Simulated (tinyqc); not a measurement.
Off-state leakage of single and stacked transistors: two steps of the calculation.

n-channel devices of unit width. Subthreshold current I(Vg, Vs, Vd) = I0 (T/300 K)^0.5 exp[(Vg - Vs - VT(T) - gb (Vs - Vb) + dd (Vd - Vs))/(nf Vt)] (1 - exp(-(Vd - Vs)/Vt)), VT(T) = VT - cT (T - 300 K). Gate-edge tunnelling Ig (Vd/1 V) exp(ag (Vd - 1 V)), for a gate at 0 V, and band-to-band leakage Ab u exp(-Bb/u), u = Vd - Vb + 1 V, flow at a drain held at V; both are taken as independent of T. In a stack of off transistors (all gates at 0 V) the same subthreshold current passes through each.

Values chosen for this exercise; values of the order met in bulk silicon logic transistors:

| symbol | value | unit | meaning |
|---|---|---|---|
| T | 300 | K | temperature |
| V | 0.7 | V | supply voltage |
| VT | 0.44 | V | threshold at 300 K, zero drain and body bias |
| cT | 0.7 | mV/K | fall of the threshold with temperature |
| I0 | 0.2 | uA/um | current at threshold at 300 K |
| nf | 1.45 |  | slope factor |
| dd | 0.09 |  | drain-induced lowering per volt |
| gb | 0.15 |  | rise of the threshold per volt of source-body bias |
| Ig | 2e-5 | uA/um | gate-edge tunnelling current at 1 V |
| ag | 5.2 | 1/V | exponential slope of the gate current |
| Ab | 300 | uA/(um V) | prefactor of band-to-band leakage at the drain |
| Bb | 26 | V | its exponential voltage |
| Vb | -0.3 | V | body voltage |

Constants: q = 1.602176634e-19 C, kB = 1.380649e-23 J/K, Vt = kB T/q. Results are converted to the units shown.

Question 1. Leakage of one transistor. Vg = Vs = 0, Vd = V; effective threshold VT(T) - gb Vb - dd V.

Wanted: effective threshold; parts; total; shares.

Answer 1.

effective threshold = 0.42200 V
parts (nA/um): subthreshold 0.0025815, gate edge 0.0029419, band-to-band 1.3562
total = 1.3617 nA/um
shares (%): subthreshold 0.18957, gate edge 0.21604, band-to-band 99.594

The band-to-band part is the largest.

Question 2. New Vx. Stack of two, Vx the node between them: I_low = I(0, 0, Vx), I_up = I(0, Vx, V), f = ln(I_up/I_low), f' = -(1 + gb + 2 dd)/(nf Vt) - 1/(Vt (exp(Vx/Vt) - 1)) - 1/(Vt (exp((V - Vx)/Vt) - 1)), Vx(new) = Vx - f/f'.

Vx at the start = 0.047 V

Give: I_low; I_up; f; f'; Vx after iteration 1.

Answer 2.

I_low = 4.5086e-4 nA/um
I_up = 5.4532e-4 nA/um
f = 0.19022
f' = -42.977 1/V
Vx after iteration 1 = 0.051426 V

Computed by the program tinyqc: `OMP_NUM_THREADS=1 python tinyqc.py 2242186 2242187 out.jsonl`, one thread of a shared Intel Xeon 2.30GHz, about 0.04 s for the whole run.
